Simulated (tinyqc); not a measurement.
## Trapped share and trap depth from dynamic on-resistance

Question. Traps remove the share ft of the electrons in the drain access (length Ld, sheet resistance Rsh before stress), so Ron grows by Rsh Ld ft/(1 - ft). The recovery time goes as T^(-2) exp(q Ea/(kB T)). Find ft and Ea.

Values chosen for this exercise: drain access length Ld = 1.5 um.

Constants: q = 1.602176634e-19 C, kB = 1.380649e-23 J/K. Results are converted to the units shown.

Ron before and just after an off-state stress (ohm mm): 1.8196339  1.9768069
Rsh = 314.34598 ohm
recovery times at 320 and 370 K (s): 0.064  0.0030777763

Solution. The rise of Ron over Rsh Ld is ft/(1 - ft); ln(t T^2) is linear in 1/T.

ft = 0.250
Ea = 0.560 eV

Program tinyqc, `OMP_NUM_THREADS=1 python tinyqc.py 2570107 2570108 out.jsonl`; Intel Xeon 2.30GHz, shared host, one thread, about 0.01 s.
